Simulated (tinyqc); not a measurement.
# Schottky diode by thermionic emission with image-force lowering and series resistance: what changes with what

Metal on an n-type semiconductor with one parabolic valley; V > 0 is forward bias (metal positive). I = I0 [exp(Vj/(n Vt)) - 1] with Vj = V - I Rs; I0 = S A* T^2 exp(-(phi - dphi)/Vt), the lowering dphi taken at zero bias.

Parameters, values chosen for the exercise; band and dielectric values close to those of 4H silicon carbide:
```
symbol,value,unit,meaning
T,200,K,temperature
me,0.371,m0,electron mass
eps_r,9.76,,relative permittivity
phi,1.25,eV,barrier height seen from the metal
Nd,2.7e15,cm^-3,donor density
S,0.00058,cm^2,area
```

Constants: q = 1.602176634e-19 C, kB = 1.380649e-23 J/K, h = 6.62607015e-34 J s, m0 = 9.1093837015e-31 kg, Vt = kB T/q, eps0 = 8.8541878128e-14 F/cm where lengths are in cm. Results are converted to the units shown.

Each table varies one quantity; the others keep the values above.

## Soft saturation in reverse bias

A* = 4 pi q me m0 kB^2/h^3 (times 1e-4 for A/(cm^2 K^2)); Nc = 2 (2 pi me m0 kB T/h^2)^1.5 (times 1e-6 for cm^-3); xi = Vt ln(Nc/Nd), Vbi = phi - xi; surface field Em = sqrt(2 q Nd (Vbi - V - Vt)/(eps0 eps_r)); dphi = sqrt(q Em/(4 pi eps0 eps_r)). Here dphi follows the bias, J = -A* T^2 exp(-(phi - dphi(V))/Vt) [1 - exp(V/Vt)], without Rs.

Soft saturation in reverse bias:

| V (V) | Em (kV/cm) | dphi (meV) | J (A/cm^2) |
|---|---|---|---|
| -0.2 | 36.23 | 23.12 | -2.164e-25 |
| -0.5 | 40.17 | 24.34 | -2.323e-25 |
| -1 | 45.98 | 26.04 | -2.564e-25 |
| -2 | 55.81 | 28.70 | -2.990e-25 |
| -4 | 71.54 | 32.49 | -3.726e-25 |
| -7 | 90.12 | 36.46 | -4.693e-25 |
| -10 | 105.5 | 39.45 | -5.580e-25 |
| -15 | 127.0 | 43.29 | -6.973e-25 |

dphi rises from 23.1 to 43.3 meV, as the square root of the field, and |J| grows by a factor of 3.22: the reverse current does not saturate. Tunnelling and generation are left out.

## Effect of the doping on the lowering

Same model as above.

Here V = 0 in Em.

Effect of the doping on the lowering:

| Nd (cm^-3) | Vbi (V) | Em (kV/cm) | dphi (meV) | I0 (A) |
|---|---|---|---|---|
| 1.1e14 | 1.073 | 6.564 | 9.841 | 5.808e-29 |
| 4.5e14 | 1.098 | 13.43 | 14.07 | 7.426e-29 |
| 1.8e15 | 1.122 | 27.15 | 20.01 | 1.048e-28 |
| 7.7e15 | 1.147 | 56.79 | 28.95 | 1.760e-28 |
| 3.2e16 | 1.171 | 117.0 | 41.55 | 3.657e-28 |
| 1.3e17 | 1.195 | 238.3 | 59.30 | 1.024e-27 |
| 5.4e17 | 1.220 | 490.7 | 85.09 | 4.573e-27 |

dphi rises from 9.84 to 85.1 meV, as Nd^(0.25) (1/4 at fixed Vbi), and I0 grows by a factor of 78.7. Emission limits the current only if the drift velocity at the surface is well above A* T^2/(q Nc) = 3.61e6 cm/s; with a mobility of 911 cm^2/(V s) it is less than three times that in 1 of the rows, where I0 is overstated. In 1 of the 7 rows E00 = (hbar/2) sqrt(Nd/(me m0 eps0 eps_r)) exceeds 0.4 kB T, so tunnelling through the top of the barrier, left out here, adds to the current.

Range of the model: One isotropic valley is assumed; bands with several valleys have a larger Richardson constant and Nc.

Computed by the program tinyqc: `OMP_NUM_THREADS=1 python tinyqc.py 2640096 2640097 out.jsonl`, one thread of a shared Intel Xeon 2.30GHz, about 0.01 s for the whole run.
